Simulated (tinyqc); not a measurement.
Comparisons within one model: deformation potentials from a strained empirical pseudopotential. A value that a table varies takes the place of the one given here.

Diamond lattice, no spin-orbit coupling. Atomic form factor V(q) = a1 (q^2 - a2)/(a3 exp(a4 q^2) - 1) in rydberg with q in 1/bohr, for the unstrained cell. Under a strain e the reciprocal vectors and k go over into (1 + e)^(-1) G, the atoms sit at +/- tau with tau = (1 + e) a (1,1,1)/8 - zeta a (eyz, ezx, exy)/4, and H(G,G') = c |k + G|^2 delta + (V(q)/det(1 + e)) cos(q.tau), q = G - G', with the term q = 0 left out; c = hbar^2/2m0. The basis is fixed before straining: all G with |k + G|^2 up to 16 (2 pi/a)^2. k is given in units of 2 pi/a of the unstrained cell.

Constants: hbar^2/2m0 = 3.80998211 eV angstrom^2; Ry = 13.60569312 eV; a0 (Bohr radius) = 0.5291772105 angstrom.

Parameters, chosen for this exercise (near those of Si; shifted at random, so the results belong to these values and not to a real crystal):
```
symbol  value                         unit      meaning
a       5.438                         angstrom  lattice constant
A       (0.536, 2.175, 2.034, 0.492)            a1 (Ry bohr^2), a2 (1/bohr^2), a3, a4 (bohr^2)
h       0.005                                   size of the test strain
kD      0.82                          2 pi/a    position of the Delta minimum
a1      0.536
a2      2.175
a3      2.034
a4      0.492
```

## The internal displacement

Xu of L (level 5, the lowest empty one) and d from exy = eyz = ezx = h for several zeta: Xu = [E(L [111]) - E(L [1-1-1])]/((8/3) h), d = (single valence level - pair)/(3 sqrt(3) h). zeta = 0 strains the bonds with the lattice; zeta = 1 keeps all four bond lengths equal to first order.

Results:
```
zeta  Xu (L) (eV)  d (eV)
0.00        11.02    0.66
0.25        11.38   -1.65
0.50        11.76   -3.95
0.60        11.92   -4.87
0.75        12.17   -6.25
1.00        12.59   -8.55
```

What can be read from the table?

From zeta = 0 to 1, d goes from 0.66 to -8.55 eV and Xu (L) from 11.02 to 12.59 eV, both nearly linearly: the displacement is an optical-phonon mode, and d = d(0) - zeta d0/4 gives its deformation potential d0 = 37 eV. Leaving the relaxation out (zeta = 0 for 0.5) moves d by +4.61 eV, which reverses its sign, and Xu (L) by -0.75 eV. Tetragonal strain has no such freedom.

## Size of the test strain

e = diag(-h/2, -h/2, h). Xu = [E(Delta z) - E(Delta x)]/(1.5 h) at fixed kD, b = [E(Z) - E(X, Y)]/(4.5 h); one-sided from +h alone, central from +h and -h.

Results (eV):
```
h       Xu one-sided  Xu central  b one-sided  b central
0.0010         7.949       7.954       -3.292     -3.288
0.0025         7.942       7.954       -3.298     -3.288
0.0050         7.929       7.954       -3.308     -3.288
0.0100         7.905       7.955       -3.328     -3.288
0.0200         7.858       7.960       -3.369     -3.288
0.0300         7.814       7.966       -3.410     -3.290
```

What can be read from the table?

From h = 0.001 to 0.03 the one-sided Xu drifts by -0.135 eV and the central one by +0.012 eV; for b the drifts are -0.119 and -0.002 eV. The central difference cancels the term of second order in the strain, so its error goes as h^2. At h = 0.02 the linear law errs by 1.2 % for the valley splitting and 2.5 % for the valence splitting.

## What each parameter of the potential does

Gaps from the valence top to level 8 at Gamma and level 5 at (kD,0,0) and L, and their deformation potentials [E(+h) - E(-h)]/(3 ln((1 + h)/(1 - h))) for e = +/- h 1, h = 0.002. The row for the lattice constant keeps V(q) without the volume factor, so it is not a strain. Each row changes one parameter from the base and keeps the others.

Results:
```
case                Gamma (eV)  Delta (eV)  L (eV)  potential Gamma (eV)  potential Delta (eV)  potential L (eV)
base                     4.135       1.127   2.027                 -8.74                  2.72             -1.86
a = 5.384 angstrom       4.254       0.827   1.923                 -8.44                  3.02             -1.69
a1 = 0.531               4.092       1.059   1.977                 -8.67                  2.73             -1.84
a2 = 2.197               4.018       1.203   2.024                 -8.82                  2.67             -1.89
a3 = 2.014               4.182       1.220   2.091                 -8.83                  2.73             -1.86
a4 = 0.497               4.041       1.041   1.951                 -8.58                  2.79             -1.78
```

What does this show?

The largest shifts from the base row, up to three for each result and ties (the steps differ in size, so this ranks the rows, not the parameters). Gamma (eV): a +0.119, a2 -0.117, a4 -0.094. Delta (eV): a -0.299, a3 +0.093, a4 -0.086. L (eV): a -0.103, a4 -0.076, a3 +0.064. potential Gamma (eV): a +0.31, a4 +0.17, a3 -0.09. potential Delta (eV): a +0.30, a4 +0.08, a2 -0.05. potential L (eV): a +0.17, a4 +0.08, a2 -0.04; unchanged at the printed digits by a3.

(tinyqc, `OMP_NUM_THREADS=1 python tinyqc.py 1880984 1880985 out.jsonl`, Intel(R) Xeon(R) Processor @ 2.30GHz, 1 thread, shared host, about 0.2 s.)
